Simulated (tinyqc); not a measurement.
# Metal gate on a two-layer dielectric stack with fixed charge and a dipole: what changes with what

Gate, layer 2, layer 1, p-type semiconductor; x runs from the gate inwards. Charges are counted in units of +q. psi is the band bending at the surface, positive towards inversion. Classical charge, Boltzmann statistics, no interface traps.

Values chosen for this exercise; band and dielectric values close to those of silicon, layer 1 close to silicon dioxide, layer 2 close to hafnium oxide: temperature T = 300 K; band gap Eg = 1.11 eV; relative permittivity eps_r = 11.8; conduction-band density of states at T Nc = 2.81e19 cm^-3; valence-band density of states at T Nv = 2.62e19 cm^-3; electron affinity chi = 3.99 eV; acceptor density Na = 1.8e17 cm^-3; work function of the gate metal pM = 4.56 eV; thickness of layer 1, next to the semiconductor t1 = 1.3 nm; relative permittivity of layer 1 e1 = 4.02; thickness of layer 2, next to the gate t2 = 4 nm; relative permittivity of layer 2 e2 = 21.9; fixed charge at the semiconductor interface Q1 = 3.2e11 cm^-2; fixed charge between the layers Q2 = 1.8e11 cm^-2; uniform charge density in layer 1 r1 = 0 cm^-3; uniform charge density in layer 2 r2 = 0 cm^-3; flat-band shift by a dipole layer between the layers Vd = 0.18 V.

Constants: q = 1.602176634e-19 C, kB = 1.380649e-23 J/K, Vt = kB T/q, eps0 = 8.8541878128e-14 F/cm where lengths are in cm. Results are converted to the units shown.

Each table varies one quantity; the others keep the values above.

## Flat band against the thickness t1

EOT = 3.9 (t1/e1 + t2/e2), Cox = eps0/(t1/e1 + t2/e2); phi_ms = pM - (chi + Eg - Vt ln(Nv/Na)). Vfb = phi_ms + Vd - (q/eps0) [Q1 (t1/e1 + t2/e2) + Q2 t2/e2 + r1 (t1^2/(2 e1) + t1 t2/e2) + r2 t2^2/(2 e2)]: each charge counts with its electrical distance from the gate. ni = sqrt(Nc Nv) exp(-Eg/(2 Vt)), Eg in volts, pB = Vt ln(Na/ni), Vth = Vfb + 2 pB + sqrt(4 q eps0 eps_r Na pB)/Cox.

Results:

| t1 (nm) | EOT (nm) | Vfb (V) | Vth (V) |
|---|---|---|---|
| 0.5 | 1.1974 | -0.25497 | 0.67422 |
| 1 | 1.6825 | -0.26217 | 0.69882 |
| 1.5 | 2.1676 | -0.26937 | 0.72342 |
| 2.5 | 3.1377 | -0.28378 | 0.77263 |
| 3 | 3.6228 | -0.29098 | 0.79723 |
| 3.5 | 4.1079 | -0.29818 | 0.82184 |
| 4 | 4.5929 | -0.30538 | 0.84644 |

Estimate the missing row, t1 = 2 nm.

Computed row:

| t1 (nm) | EOT (nm) | Vfb (V) | Vth (V) |
|---|---|---|---|
| 2 | 2.6526 | -0.27658 | 0.74803 |

With this row back in the table: Vfb falls from -0.255 to -0.305 V and Vth rises from 0.674 to 0.846 V. The slope dVfb/dEOT is -14.8 mV/nm between the first two rows and -14.8 between the last two: a straight line, set by the charge below the growing layer, which reads as 3.20e11 cm^-2. A line through the end rows meets EOT = 0 at -0.237 V, against phi_ms + Vd = -0.231 V; an effective work function read from it is off by 174 mV from pM.

## Threshold against doping

Same model as above.

Threshold against doping:

| Na (cm^-3) | phi_ms (V) | 2 pB (V) | Qd/Cox (V) | Vth (V) |
|---|---|---|---|---|
| 1.4e15 | -0.28569 | 0.59958 | 0.0095808 | 0.46821 |
| 3.4e15 | -0.30863 | 0.64545 | 0.015491 | 0.49706 |
| 8.7e15 | -0.33292 | 0.69403 | 0.025696 | 0.53156 |
| 2.2e16 | -0.35690 | 0.74200 | 0.042250 | 0.57209 |
| 5.6e16 | -0.38106 | 0.79031 | 0.069567 | 0.62356 |
| 1.4e17 | -0.40475 | 0.83768 | 0.11324 | 0.69093 |
| 3.6e17 | -0.42916 | 0.88651 | 0.18681 | 0.78891 |
| 9e17 | -0.45285 | 0.93389 | 0.30317 | 0.92896 |
| 2.3e18 | -0.47711 | 0.98240 | 0.49708 | 1.1471 |

Vth rises from 0.468 to 1.15 V. Of the change, phi_ms + 2 pB gives 191 mV (Vt ln 10 a decade) and the depletion charge 487 mV, growing as Na^(0.53).

tinyqc, about 0.01 s, one thread, Intel Xeon 2.30GHz (shared host): `OMP_NUM_THREADS=1 python tinyqc.py 2010092 2010093 out.jsonl`
